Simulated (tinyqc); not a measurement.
Deep level with several charge states, and Shockley-Read-Hall recombination: one step. Charge states at a trial Fermi level. Five cases, with inputs chosen for the exercise.

Task: Form the exponents, the shares, the mean charge and the residual of neutrality at EF = E_try.

Energies from Ev. The defect has charge states +1, 0, -1 with weights 1, gm exp((EF - E1)/kT), exp((2 EF - E1 - E2)/kT); the shares are the weights over their sum. Boltzmann carriers: n = Nc exp((EF - Eg)/kT), p = Nv exp(-EF/kT). Neutrality: p - n + Nd + Nt <q> = 0.

Constants: kB = 8.617333262e-05 eV/K.

Give: exponents of the second and third weights; shares; <q>; n, p; residual.

Case 1.

Values chosen (gap and densities of states near those of Si at this temperature; not measured data): Eg = 1.143 eV (gap); Nc = 2.68e+19 1/cm^3 (conduction-band density of states); Nv = 1.09e+19 1/cm^3 (valence-band density of states); T = 300 K; E1 = 0.971 eV (level (+1/0) above Ev); E2 = 0.704 eV (level (0/-1) above Ev); gm = 2 (degeneracy of the middle state, the others 1); Nt = 1e+14 1/cm^3 (defects); Nd = -5.2e+14 1/cm^3 (ionised shallow donors minus acceptors); E_try = 0.505 eV (trial Fermi level).

Result:

exponents of the second and third weights: -18.026  -25.723

shares: +1 1.0000, 0 0.0000, -1 0.0000

<q> = 1.0000

n, p (1/cm^3): 5.13e+08  3.58e+10

residual = -4.20e+14 1/cm^3

The residual is negative, so EF must fall.

Case 2.

Values chosen (gap and densities of states near those of SiC at this temperature; not measured data): Eg = 3.189 eV (gap); Nc = 3.38e+19 1/cm^3 (conduction-band density of states); Nv = 6.01e+19 1/cm^3 (valence-band density of states); T = 450 K; E1 = 2.014 eV (level (+1/0) above Ev); E2 = 1.78 eV (level (0/-1) above Ev); gm = 1 (degeneracy of the middle state, the others 1); Nt = 3e+14 1/cm^3 (defects); Nd = 3.3e+13 1/cm^3 (ionised shallow donors minus acceptors); E_try = 2.108 eV (trial Fermi level).

Result:

exponents of the second and third weights: 2.424  10.882

shares: +1 0.0000, 0 0.0002, -1 0.9998

<q> = -0.9998

n, p (1/cm^3): 2.64e+07  0.000148

residual = -2.67e+14 1/cm^3

The residual is negative, so EF must fall.

Case 3.

Values chosen (gap and densities of states near those of GaN at this temperature; not measured data): Eg = 3.403 eV (gap); Nc = 3.4e+18 1/cm^3 (conduction-band density of states); Nv = 6.89e+19 1/cm^3 (valence-band density of states); T = 400 K; E1 = 1.996 eV (level (+1/0) above Ev); E2 = 1.915 eV (level (0/-1) above Ev); gm = 1 (degeneracy of the middle state, the others 1); Nt = 6.5e+14 1/cm^3 (defects); Nd = 1e+16 1/cm^3 (ionised shallow donors minus acceptors); E_try = 2.809 eV (trial Fermi level).

Result:

exponents of the second and third weights: 23.586  49.522

shares: +1 0.0000, 0 0.0000, -1 1.0000

<q> = -1.0000

n, p (1/cm^3): 1.12e+11  2.79e-16

residual = 9.35e+15 1/cm^3

The residual is positive, so EF must rise.

Case 4.

Values chosen (gap and densities of states near those of Si at this temperature; not measured data): Eg = 1.123 eV (gap); Nc = 3.51e+19 1/cm^3 (conduction-band density of states); Nv = 1.4e+19 1/cm^3 (valence-band density of states); T = 350 K; E1 = 0.742 eV (level (+1/0) above Ev); E2 = 0.521 eV (level (0/-1) above Ev); gm = 2 (degeneracy of the middle state, the others 1); Nt = 3.1e+14 1/cm^3 (defects); Nd = 4e+13 1/cm^3 (ionised shallow donors minus acceptors); E_try = 0.175 eV (trial Fermi level).

Result:

exponents of the second and third weights: -18.799  -30.271

shares: +1 1.0000, 0 0.0000, -1 0.0000

<q> = 1.0000

n, p (1/cm^3): 7.85e+05  4.23e+16

residual = 4.26e+16 1/cm^3

The residual is positive, so EF must rise.

Case 5.

Values chosen (gap and densities of states near those of GaN at this temperature; not measured data): Eg = 3.365 eV (gap); Nc = 4.15e+18 1/cm^3 (conduction-band density of states); Nv = 8.4e+19 1/cm^3 (valence-band density of states); T = 450 K; E1 = 1.019 eV (level (+1/0) above Ev); E2 = 2.603 eV (level (0/-1) above Ev); gm = 1 (degeneracy of the middle state, the others 1); Nt = 2.2e+16 1/cm^3 (defects); Nd = 2.4e+16 1/cm^3 (ionised shallow donors minus acceptors); E_try = 1.647 eV (trial Fermi level).

Result:

exponents of the second and third weights: 16.195  -8.458

shares: +1 0.0000, 0 1.0000, -1 0.0000

<q> = 0.0000

n, p (1/cm^3): 0.238  30.1

residual = 2.40e+16 1/cm^3

The residual is positive, so EF must rise.

Computed by tinyqc, one run a case: `OMP_NUM_THREADS=1 python tinyqc.py N N+1 out.jsonl` with N = 1680228, 1680287, 1680419, 1680555, 1680635; one thread of a shared Intel(R) Xeon(R) Processor @ 2.30GHz, about 0.01 s a run at most.
